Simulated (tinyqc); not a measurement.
From results back to parameters: cylindrical quantum wire. Two cases, with inputs chosen for the exercise.

Problem. For a hard-walled cylinder E = c (x/R)^2/mw, c = hbar^2/2m0, with x = 2.404826 for (1,0) and 3.831706 for (1,1). The spacing of these subbands was computed from a hidden radius.

Constants: hbar^2/2m0 = 3.80998211 eV angstrom^2.

Case 1.

Values chosen (out of a larger set: near those of a non-polar GaN wire in AlGaN; not measured data): mw = 0.195 m0 (mass inside).

spacing = 278.188 meV

Case 2.

Values chosen (out of a larger set: near those of a GaAs wire in AlGaAs; not measured data): mw = 0.0676 m0 (mass inside).

spacing = 84.591 meV

Find: R; E(1,0).

Solution. R = sqrt(c (3.831706^2 - 2.404826^2)/(mw x spacing)).

Case 1.

R = 25.0 angstrom
E(1,0) = 0.1808 eV

Case 2.

R = 77.0 angstrom
E(1,0) = 0.0550 eV

Computed by tinyqc, one run a case: `OMP_NUM_THREADS=1 python tinyqc.py N N+1 out.jsonl` with N = 1282541, 1282722; one thread of a shared Intel(R) Xeon(R) Processor @ 2.30GHz, about 0.03 s a run at most.
